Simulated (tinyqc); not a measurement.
Ballistic Schottky-barrier transistor with a two-dimensional channel, WKB contacts: effect of the screening length.

Source Fermi level 0, drain Fermi level -Vd. Far from the contacts Ec = pn - psi, and the gate moves psi one to one; the band edges relax as exp(-x/lam) from pn at the source and pn - Vd at the drain; Ev = Ec - Eg. A carrier of energy w inside the channel band meets at a contact a barrier of height D (the contact edge beyond the channel edge): T = 1 for w >= D, else exp(-S), S = 4 lam sqrt(m/C) [sqrt(D - w) - sqrt(w) arctan sqrt((D - w)/w)], C = hbar^2/(2 m0). The two contacts combine as Ts Td/(Ts + Td - Ts Td).

I/W = g (2 q^2/h) int T(w) [N(Es + w) - N(Ed + w)] dw with w the energy of motion along the channel, N(y) = (1/2 pi) sqrt(pi m kB T/C) Fm(-y/kB T), Fm(x) = (1/sqrt(pi)) int_0^infinity u^(-1/2)/(1 + exp(u - x)) du. Electrons: Ds = psi, Dd = psi - Vd, Es = Ec, Ed = Ec + Vd. Holes: Ds = -psi, Dd = Vd - psi, Es = -Ev, Ed = -Ev - Vd. The size of each current is taken; both flow from drain to source and add. The integrals are converged.

Inputs (values chosen for the exercise); channel values close to those of a tungsten diselenide layer:
- T = 300 K (temperature)
- pn = 0.9 eV (barrier for electrons at both contacts)
- mn = 0.37 m0 (electron mass)
- g = 2 (valleys or subbands)
- Vd = 0.05 V (drain bias)
- ps = 1.08 V (band shift psi of the channel by the gate)

Constants: q = 1.602176634e-19 C, kB = 1.380649e-23 J/K, hbar = 1.054571817e-34 J s, h = 6.62607015e-34 J s, m0 = 9.1093837015e-31 kg, Vt = kB T/q, hbar^2/(2 m0) = 0.0380998212 eV nm^2. Results are converted to the units shown.

Effect of the screening length:
```
lam (nm),current of the electrons (uA/um),share over the barriers (%),|d psi/d log10| of this current (mV/decade)
0.5,51.48,7.148e-13,278.1
1.6,0.09034,4.074e-10,138.7
2.6,7.167e-4,5.135e-8,114.2
3.7,9.616e-6,3.827e-6,117.2
4.8,3.687e-7,9.982e-5,136.0
5.9,3.295e-8,0.001117,161.9
6.9,6.254e-9,0.005884,189.1
8,1.530e-9,0.02405,222.5
```

The current falls from 51.5 to 1.53e-9 uA/um, while the share over the barriers rises from 7.15e-13 to 0.0241 %: the thermionic part does not depend on lam, and a thinner barrier adds tunnelling. The swing goes from 278 through a minimum of 114 (at lam = 2.6 nm among the rows listed) to 222 mV/decade.

Range of the model: No scattering, image-force lowering, channel charge or band-to-band tunnelling; parabolic kappa overstates S deep in the gap.

Program tinyqc, `OMP_NUM_THREADS=1 python tinyqc.py 2390122 2390123 out.jsonl`; Intel Xeon 2.30GHz, shared host, one thread, about 0.3 s.
